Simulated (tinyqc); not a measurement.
Dopants and charged point defects at anneal temperature: Fermi-level effect, clustering and pairing: one step, computed by the program tinyqc. Command: `OMP_NUM_THREADS=1 python tinyqc.py 3016234 3016235 out.jsonl pairing walk`. One thread of a shared host (Intel(R) Xeon(R) Processor @ 2.30GHz), about 0.02 s of CPU time with the checks.

Boltzmann statistics and full ionisation of active dopants. Energies are counted from the valence band; the defect (a vacancy or self-interstitial) has five charge states, with all degeneracy factors one.

Problem. The host at the anneal temperature. E_g = E_g0 - alpha T^2/(T + beta). N_c = 2 M_c (2 pi m_e k_B T/h^2)^(3/2) and N_v = 2 (2 pi m_h k_B T/h^2)^(3/2), masses in units of m_0. n_i = sqrt(N_c N_v) exp(-E_g/2 k_B T); E_i = E_g/2 + (k_B T/2) ln(N_v/N_c).

Inputs (values chosen for the exercise, for a model semiconductor):
```
quantity                 value  unit
gap at 0 K E_g0            1.4    eV
Varshni alpha         0.000652  eV/K
Varshni beta               176     K
electron mass m_e       0.0826   m_0
valleys M_c                  1     -
hole mass m_h            0.543   m_0
anneal temperature T       950     K
```

Dopant: acceptor. Second part: clustering of the dopant.

Constants: m_0 = 9.1093837015e-31 kg; k_B = 1.380649e-23 J/K; h = 6.62607015e-34 J s; k_B = 8.617333262e-05 eV/K.

Give: E_g; k_B T; n_i; E_i; effective density of states N_b of the majority band.

Solution.

E_g = 0.87742 eV

k_B T = 0.081865 eV

n_i = 6.4856e+16 cm^-3

E_i = 0.55433 eV

effective density of states N_b of the majority band = 5.6582e+19 cm^-3
